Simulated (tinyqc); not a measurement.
# Resistive crossbar, vector-matrix product with wire resistance: effect of the wire resistance

2 rows and 3 columns. Cell (i, j) joins row node wij to column node bij. Each row is driven at its left end through one wire segment rw; neighbouring nodes along a row or a column are joined by rw; each column ends below the last row in one more rw and a virtual ground, where its current is read. Ideal output: I_j = sum_i V_i G_ij.

The nodal equations (Kirchhoff current law at every node) are solved for each rw; errors are I_j/ideal - 1.

Parameters, values chosen for the exercise: input voltages of the rows V = [0.33, 0.1] V.

cell conductances G (uS):
```
,column 1,column 2,column 3
row 1,180,130,77
row 2,180,41,42
```

Effect of the wire resistance:
```
rw (ohm),"error, column 1 (%)","error, column 2 (%)","error, column 3 (%)"
1,-0.08556,-0.08613,-0.08153
2,-0.1710,-0.1721,-0.1629
5,-0.4263,-0.4292,-0.4063
10,-0.8491,-0.8548,-0.8092
20,-1.684,-1.695,-1.605
50,-4.108,-4.134,-3.916
100,-7.896,-7.945,-7.529
200,-14.65,-14.73,-13.98
500,-30.09,-30.23,-28.76
```

The error of the last column goes from -0.0815 % at rw = 1 ohm to -28.8 % at 500 ohm, as rw^(1.00) at the start and rw^(0.79) at the end. At 500 ohm the worst column is number 2.

Numbers from tinyqc (`OMP_NUM_THREADS=1 python tinyqc.py 2880048 2880049 out.jsonl`; about 0.02 s on one thread of a shared Intel Xeon 2.30GHz).
